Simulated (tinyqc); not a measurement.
From one barrier to a miniband: Kronig-Penney superlattice by transfer matrices.

Wells (width a, potential 0, mass mw) alternate with barriers (width b, height V0, mass mb); period d = a + b; c = hbar^2/2m0. The vector (psi, psi'/m) is continuous, and a layer of thickness t carries it by M = [[cos kt, (m/k) sin kt], [-(k/m) sin kt, cos kt]] with k = sqrt(m (E - V)/c); for E < V, k = i kappa gives [[cosh, (m/kappa) sinh], [(kappa/m) sinh, cosh]] of kappa t. A Bloch state obeys cos(q d) = tr(Mb Mw)/2.

Constants: hbar^2/2m0 = 3.80998211 eV angstrom^2.

Inputs chosen for the exercise (near those of a GaAs superlattice with barriers of AlGaAs; not measured data): a = 126 angstrom (well width); b = 18 angstrom (barrier width); V0 = 0.235 eV (barrier height); mw = 0.0668 m0 (mass in the wells); mb = 0.0911 m0 (mass in the barriers).

Transmission through N barriers separated by wells, between leads of the well material: T = 4/[(M11 + M22)^2 + (u M12 - M21/u)^2] with u = k/mw and M the product over all layers; twelve evenly spaced energies around the first miniband.

Transmission:

| E (eV) | tr M/2 of a period | N = 1 | N = 2 | N = 4 | N = 8 |
|---|---|---|---|---|---|
| 0.011886 | 2.391 | 0.0780 | 0.00369 | 8.50e-06 | 4.53e-11 |
| 0.013647 | 1.786 | 0.0885 | 0.00754 | 6.56e-05 | 5.05e-09 |
| 0.015409 | 1.240 | 0.0986 | 0.0175 | 0.00103 | 4.44e-06 |
| 0.017171 | 0.748 | 0.109 | 0.0516 | 0.485 | 0.200 |
| 0.018933 | 0.308 | 0.118 | 0.262 | 0.119 | 0.254 |
| 0.020695 | -0.085 | 0.128 | 0.835 | 0.565 | 0.268 |
| 0.022457 | -0.433 | 0.137 | 0.175 | 0.119 | 0.413 |
| 0.024219 | -0.739 | 0.146 | 0.0726 | 0.694 | 0.370 |
| 0.025981 | -1.006 | 0.155 | 0.0433 | 0.0107 | 0.00222 |
| 0.027743 | -1.237 | 0.163 | 0.0310 | 0.00188 | 8.42e-06 |
| 0.029505 | -1.433 | 0.172 | 0.0246 | 0.000653 | 4.86e-07 |
| 0.031267 | -1.598 | 0.180 | 0.0211 | 0.000318 | 7.40e-08 |

What can be read from this table?

5 of the energies lie in the miniband (|tr M/2| <= 1); there T for N = 8 runs between 0.2 and 0.413. In the gaps it falls with N: at E = 0.0313 eV from 0.000318 (N = 4) to 7.4e-08 (N = 8), a slope of ln T of -2.09 a period, against -2 arccosh|tr M/2| = -2.09.

(tinyqc, `OMP_NUM_THREADS=1 python tinyqc.py 1252569 1252570 out.jsonl`, Intel(R) Xeon(R) Processor @ 2.30GHz, 1 thread, shared host, about 0.3 s.)
